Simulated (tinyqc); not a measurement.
Worked calculation: CIS on RHF in the 3-21g basis, for H2, spin multiplicity 1. One step of it, computed by the program tinyqc.

Question. CIS matrix, triplets. A(ia,jb) = (e_a - e_i) d_ij d_ab - (ij|ab).

orbital energies (hartree): MO1 -0.621928, MO2 0.290116, MO3 0.873496, MO4 1.649539

Two-electron integrals over orbitals (pq|rs), unique and non-zero (hartree):
```
p,q,r,s,(pq|rs)
1,1,1,1,0.686816
2,1,2,1,0.079227
2,2,1,1,0.453176
2,2,2,2,0.406054
3,1,1,1,0.179682
3,1,2,2,0.049261
3,1,3,1,0.120322
3,2,2,1,-0.024930
3,2,3,2,0.037889
3,3,1,1,0.572648
3,3,2,2,0.403400
3,3,3,1,0.133901
3,3,3,3,0.505690
4,1,2,1,-0.078436
4,1,3,2,-0.016690
4,1,4,1,0.140347
4,2,1,1,-0.144286
4,2,2,2,-0.053169
4,2,3,1,-0.073566
4,2,3,3,-0.100785
4,2,4,2,0.065871
4,3,2,1,-0.079796
4,3,3,2,0.002268
4,3,4,1,0.122022
4,3,4,3,0.123696
4,4,1,1,0.703325
4,4,2,2,0.465045
4,4,3,1,0.213780
4,4,3,3,0.593643
4,4,4,2,-0.169570
4,4,4,4,0.786624
```

Give: CIS matrix A, triplet.

Answer.

CIS matrix A, triplet (hartree), lower triangle:
```
,1>2,1>3,1>4
1>2,0.4589
1>3,0.0000,0.9228
1>4,0.1443,0.0000,1.5681
```
